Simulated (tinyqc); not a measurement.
Overlap of hydrogenic dopants: pairs, impurity band and the Mott density, step by step. Values are carried at full precision from step to step, so a last printed digit may differ when a step is redone from the rounded ones.

Ry* = Ry m/eps^2, aB = a0 eps/m. For 1s orbitals a distance rho = R/aB apart, in Ry*: overlap S = exp(-rho)(1 + rho + rho^2/3), J = (2/rho)(1 - (1 + rho) exp(-2 rho)) (attraction to the other ion), Kx = 2 (1 + rho) exp(-rho) (exchange of one electron). One electron on a pair has E = -1 - (J +/- Kx)/(1 +/- S), without the repulsion 2/rho of the ions. Hopping after orthogonalisation: t = (Kx - S J)/(1 - S^2), half the splitting. Dopants on a lattice with z neighbours, n = 1/R^3 (simple cubic), give a band of width B = 2 z t, as on any lattice of two interpenetrating sublattices. Valleys, central cells and disorder are left out.

Constants: Ry = 13.60569312 eV; a0 (Bohr radius) = 0.5291772105 angstrom; hbar = 6.58211957e-16 eV s.

Values chosen for the exercise (an isotropic mass and dielectric constant of the size used for donors in SiC; not measured data):
- m = 0.419 m0 (mass)
- eps = 9.7 (dielectric constant)
- N = 0.0043 1/aB^3 (dopant density)
- rho = 4.6 aB (distance of a pair)
- u = 1.25 Ry* (cost of a second electron on one dopant)
- z = 6 (neighbours in the dopant lattice)

## Scales

Form Ry*, aB, and the density N in 1/cm^3 (1/angstrom^3 = 1e24/cm^3).

Ry* = 60.589 meV
aB = 12.251 angstrom
density = 2.339e+18 1/cm^3

## A pair with one electron

Form S, J, Kx, the two levels, t, and the total energy of the lower state with the repulsion, relative to a distant pair (-1).

S, J, Kx: 0.12719  0.43454  0.11258

levels (Ry*): even -1.48538, odd -1.36887

t = 0.05825 Ry*
energy of the pair against a distant one (negative: bound) = -0.05060 Ry*

In this host the pair is 5.6 nm long and its splitting 2t is 7.06 meV.

## The pair with two electrons (two-site Hubbard model)

t is the hopping between the two dopants. Singlet at (u - sqrt(u^2 + 16 t^2))/2 below the triplet at 0; estimate 4 t^2/u; weight of double occupancy (1 - u/sqrt(u^2 + 16 t^2))/2; swap time pi hbar/Jx with Jx the splitting in eV. t and u are in units of Ry*.

singlet-triplet splitting (meV): exact 0.6523, 4 t^2/u 0.6580

double occupancy = 0.0085
swap time = 3.17 ps

The estimate is 0.9 % too high at 4t/u = 0.19.

## The impurity band at this density

Form R/aB, t, B = 2 z t and N^(1/3) aB. Two estimates of the gap between the Hubbard bands: u - B (rigid bands, closing at B = u) and the Hubbard-III rule, which closes at B = (2/sqrt3) u; give B/u.

R/aB = 6.1496
t = 0.01684 Ry*

B: in Ry* 0.202, in meV 12.242

N^(1/3) aB = 0.1626
B/u = 0.162

Both rules leave a gap: an insulator at T = 0. Mott's screening rule, N^(1/3) aB = 0.26, puts this density on the insulating side.

## Checks

- Overlap S against numerical integration in elliptic coordinates: both 0.12719.

Computed by tinyqc, a small Python program: `OMP_NUM_THREADS=1 python tinyqc.py 1480116 1480117 out.jsonl` (the numbers bound the seed that draws the inputs); one thread of a shared host (Intel(R) Xeon(R) Processor @ 2.30GHz), about 0.01 s for the whole set of steps.
